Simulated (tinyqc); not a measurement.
Solid solubility of a dopant against its melt (retrograde solidus), clustering and the electrically active fraction: one step, computed by the program tinyqc.

Task: Liquidus and solidus at T. x_l and x_s are atom fractions of the dopant in melt and solid; the solid is dilute. Liquidus of the host: R T ln(1 - x_l) + L x_l^2 = -H_f (1 - T/T_m). Distribution: k = x_s/x_l = exp[L (1 - x_l)^2/(R T)] exp(S/k_B - H/(k_B T)), the first factor being the activity coefficient in the melt. Solubility = x_s N0; at T_m x_l = 0.

Inputs (values chosen for the exercise, for a model dopant):

| quantity | value | unit |
|---|---|---|
| melting point of the host T_m | 1687 | K |
| heat of melting of the host H_f | 50.2 | kJ/mol |
| interaction L of the melt | 12 | kJ/mol |
| enthalpy of transfer from melt to solid H | 0.843 | eV |
| entropy of transfer S | -3.91 | k_B |
| site density N0 | 5e+22 | 1/cm^3 |
| temperature T | 1450 | K |

Constants: R = 8.314462618 J/(mol K); k_B = 8.617333262e-05 eV/K.

Give: x_l; distribution coefficient k; x_s; solubility; k at the melting point.

Result:

x_l = 0.62000

distribution coefficient k = 2.7184e-05

x_s = 1.6854e-05

solubility = 8.4269e+17 1/cm^3

k at the melting point = 1.4291e-04

k has changed by a factor 0.19 from its value at T_m, while x_l has grown from 0 to 0.620.
